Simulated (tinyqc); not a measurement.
Worked calculation: Hubbard chain of 2 sites. Computed by tinyqc, a small Python program that keeps every step. Settings: hopping = 1.12, U = 9.5, mixing = 0.2, iteration cap = 81. Command: `OMP_NUM_THREADS=1 python tinyqc.py 25617 25618 out.jsonl` (the two numbers bound the seeds that draw the settings). One thread of a shared host (Intel(R) Xeon(R) Processor @ 2.60GHz), about 0.3 s of CPU time with the checks.

one-body matrix (hopping and site energies) (eV):
```
           1          2
1   0.060000  -1.120000
2  -1.120000   0.420000
```

U = 9.500000 eV

electrons, up and down: 1  1

n(up) at the start (a guess, not normalised): 1 0.800000, 2 0.200000

n(down) at the start (a guess): 1 0.200000, 2 0.800000

Each step fills the lowest levels of T + U n(other spin) and sets n(new) = n + mixing (n(out) - n); stop when output and input agree to 1e-8.

Course of the cycle:
```
iteration      E (eV)  largest |n(out) - n(in)|  mean |n_up - n_down|
1          0.29705824                  1.69e-01              0.930064
2          0.26166057                  1.40e-01              0.942250
3          0.24248068                  1.16e-01              0.950196
4          0.23167838                  9.48e-02              0.955621
5          0.22540061                  7.75e-02              0.959460
6          0.22165990                  6.33e-02              0.962254
7          0.21938626                  5.18e-02              0.964334
8          0.21798239                  4.23e-02              0.965909
9          0.21710464                  3.45e-02              0.967117
10         0.21655034                  2.81e-02              0.968055
11         0.21619749                  2.29e-02              0.968790
...               ...                       ...                   ...
71         0.21555607                  8.43e-08              0.971693
72         0.21555607                  6.84e-08              0.971693
73         0.21555607                  5.55e-08              0.971693
74         0.21555607                  4.50e-08              0.971693
75         0.21555607                  3.65e-08              0.971693
76         0.21555607                  2.96e-08              0.971693
77         0.21555607                  2.40e-08              0.971693
78         0.21555607                  1.95e-08              0.971693
79         0.21555607                  1.58e-08              0.971693
80         0.21555607                  1.28e-08              0.971693
81         0.21555607                  1.04e-08              0.971693
```

Can the last value be used, and what does the course show?

Not by the stop rule, although the second column moves by less than 1e-07 over the last three steps. Not converged within 81 iterations: the residual falls steadily but slowly, by a factor of about 0.81 a step. The lowest mean-field energy found from random starts is 0.21556 eV. Reruns (cap 100 unless said): mixing 0.5: converged in 28 (E = 0.21556); mixing 0.9: converged in 11 (E = 0.21556); the original settings with a cap of 400: converged in 82 (E = 0.21556).
